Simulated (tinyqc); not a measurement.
Choice of the surrounding dielectric: dielectric confinement in a thin film (image charges).

A film |z| < t/2 of dielectric constant eps between half-spaces of dielectric constant e2; lam = (eps - e2)/(eps + e2), q = e^2/(4 pi eps0). The self-energy of a band edge is taken with the high-frequency value, e2 = eh, and the field of a fixed ion with the static one, e2 = eo. A charge at z has images lam^|n| at n t + (-1)^n z. Its self-energy is S(z) = (q/2 eps) sum over n >= 1 of lam^n [1/(n t - 2z) + 1/(n t + 2z)] for odd n and 2 lam^n/(n t) for even n; at the centre S(0) = -(q/(eps t)) ln(1 - lam).

Donor at the centre, lam from the static eo, trial function cos(pi z/t) exp(-rho/l): E(l) = c/(m l^2) - (q/eps) times the integral over k of F(k t) (1 + (k l/2)^2)^(-3/2), with F(x) = F0 + 2 lam exp(-x) G/(1 - lam exp(-x)), F0 = 2[(1 - exp(-x/2))/x + x (1 + exp(-x/2))/(x^2 + 4 pi^2)], G = 2 sinh(x/2)[1/x - x/(x^2 + 4 pi^2)]; c = hbar^2/2m0. The binding energy is -E at the minimum, counted from the subband edge with its self-energy.

Constants: e^2/(4 pi eps0) = 14.39964547 eV angstrom; hbar^2/2m0 = 3.80998211 eV angstrom^2; Ry = 13.60569312 eV.

Inputs chosen for the exercise (out of a larger set: near those of a Ge film between layers of a low-k oxide; not measured data): t = 34 angstrom (film thickness); eps = 15.6 (dielectric constant of the film); m = 0.156 m0 (mass in the plane).

The same film between different dielectrics; in this table one value e2 serves for both eo and eh.

Cases:
```
case
e2 = 1
e2 = 2.5
e2 = 3.9
e2 = 7.5
e2 = 16
e2 = 25
e2 = 80
```

Rank the cases by binding (meV), lowest first.

Answer: e2 = 80, e2 = 25, e2 = 16, e2 = 7.5, e2 = 3.9, e2 = 2.5, e2 = 1.

Results:
```
case         lam  <S> (meV)  binding (meV)  l (angstrom)
e2 = 1     0.880       62.8          122.8          29.2
e2 = 2.5   0.724       39.3           80.8          30.5
e2 = 3.9   0.600       28.5           62.9          31.6
e2 = 7.5   0.351       13.8           40.9          34.1
e2 = 16   -0.013       -0.4           22.5          38.4
e2 = 25   -0.232       -7.0           15.3          41.8
e2 = 80   -0.674      -18.0            5.4          52.8
```

The binding spans a factor 22.7, from 123 meV in vacuum to 5.4 meV for e2 = 80; going from 3.9 to 25 changes it by -47.7 meV and the band edge by -35.5 meV, so the binding responds 1.34 times as much as the edge (for an orbit much smaller than t the binding would change by twice the change of S(0), -61.1 meV; here l/t = 0.93 for e2 = 3.9).

Program tinyqc; command `OMP_NUM_THREADS=1 python tinyqc.py 1251883 1251884 out.jsonl`; about 0.03 s on one thread of a shared Intel(R) Xeon(R) Processor @ 2.30GHz.
